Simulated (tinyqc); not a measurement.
Ion-assisted plasma etching: sheath, surface coverage, synergy and aspect-ratio dependence: one step, computed by the program tinyqc.

Radicals adsorb on bare sites; ions remove covered sites with a high yield and bare sites by sputtering; a slow spontaneous reaction acts everywhere, walls included.

Task: Rate at the floor of the feature. Transmission of a round hole: K = 1/(1 + 3A/4), walls that scatter diffusely without loss. With a loss probability S = s (1 - theta) at the floor, G_b/G_n = K/(K + S - K S); theta follows G_b, and the two are solved together. Ions are taken to reach the floor unshadowed; G_b replaces G_n in every term of the rate; A is depth over diameter. Steady coverage: s G_n (1 - theta) = x Y G_i theta; removal flux = Y G_i theta + Y_p G_i (1 - theta) + k_c G_n; rate = flux/N, 1 cm/s = 6e8 nm/min.

Inputs (values chosen for the exercise, close to those used for silicon in a halogen plasma):
```
quantity                                value    unit
gas temperature T_g                       600       K
sticking coefficient s                   0.21       -
radicals per removed unit x                 2       -
spontaneous reaction probability k_c  3.7e-05       -
solid density N                         5e+22  1/cm^3
aspect ratio A                            4.8       -
```

Feature: round hole.

yield Y = 1.365418

sputter yield Y_p = 0.04096318

ion flux G_i = 8.659406e+14 1/(cm^2 s)

radical flux G_n = 3.984903e+17 1/(cm^2 s)

vertical rate = 13.98715 nm/min

Give: transmission K; G_b/G_n; coverage at the floor; rate at the floor; floor rate over open-field rate.

Result:

transmission K = 0.21739

G_b/G_n = 0.97924

coverage at the floor = 0.97195

rate at the floor = 13.976 nm/min

floor rate over open-field rate = 0.99918

The lag is 0.082 %.
